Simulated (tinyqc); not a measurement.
Static response in three, two and one dimensions: static screening by free carriers.

Lindhard at zero temperature: eps(q)/eps = 1 + (qTF/q)^2 L(x), x = q/(2 kF), L(x) = 1/2 + ((1 - x^2)/(4x)) ln|(1 + x)/(1 - x)|.

kF = 1.74675 1/angstrom
qTF = 2.05008 1/angstrom

x = q/(2 kF). Response over its long-wave value: L3 as above; L2 = 1 for x <= 1 and 1 - sqrt(1 - 1/x^2) beyond; L1 = ln|(1 + x)/(1 - x)|/(2x).

Response:
```
x,L3,L2,L1,"eps(q)/eps, Lindhard 3D",Thomas-Fermi
0.100,0.997,1.000,1.003,35.32,35.44
0.299,0.970,1.000,1.032,4.735,4.852
0.498,0.913,1.000,1.098,2.267,2.389
0.698,0.817,1.000,1.237,1.578,1.707
0.897,0.659,1.000,1.624,1.282,1.428
0.977,0.552,1.000,2.279,1.199,1.361
1.017,0.460,0.818,2.348,1.153,1.333
1.097,0.358,0.589,1.401,1.102,1.286
1.296,0.231,0.364,0.790,1.047,1.205
2.193,0.072,0.110,0.224,1.005,1.072
```

Give the missing row, x = 1.595.

Computed row:
```
x         L3     L2     L1  eps(q)/eps, Lindhard 3D  Thomas-Fermi
1.595  0.144  0.221  0.462                    1.019         1.135
```

Next to x = 1 the table has L3 = 0.552 and 0.460, L2 = 1.000 and 0.818, L1 = 2.279 and 2.348: an infinite slope in 3D, a kink in 2D and a logarithmic peak in 1D, where the whole Fermi surface is joined by 2 kF. These features give Friedel oscillations of period pi/kF = 1.8 angstrom at zero temperature; they wash out once kT nears EF, so this table, for T = 0, describes the gas only where EF is well above kT. Thomas-Fermi overstates eps(q) by 5.3 % at x = 0.498 and by 11.4 % at x = 1.595.

Computed by tinyqc, a small Python program: `OMP_NUM_THREADS=1 python tinyqc.py 1681989 1681990 out.jsonl` (the numbers bound the seed that draws the inputs); one thread of a shared host (Intel(R) Xeon(R) Processor @ 2.30GHz), about 0.01 s for the whole set of steps.
